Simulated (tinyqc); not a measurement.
# Mobility and doping from two currents

Question. A trap-free film with injecting contacts is fitted, with diffusion neglected, by J = q mu N V/Lf + (9/8) eps0 eps_r mu V^2/Lf^3. Find mu, N and the voltage at which both terms are equal.

Inputs (values chosen for the exercise): relative permittivity eps_r = 11.6; film thickness Lf = 340 nm.

Constants: q = 1.602176634e-19 C, eps0 = 8.8541878128e-14 F/cm where lengths are in cm. Results are converted to the units shown.

J at 3.7 and 13 V (A/cm^2): 10.272312  85.851500

Answer. J/V is a straight line in V: the slope gives mu and the intercept mu N.

mu = 0.0140 cm^2/(V s)
N = 1.90e16 cm^-3
crossover voltage = 3.05 V

Numbers from tinyqc (`OMP_NUM_THREADS=1 python tinyqc.py 2730027 2730028 out.jsonl`; about 0.06 s on one thread of a shared Intel Xeon 2.30GHz).
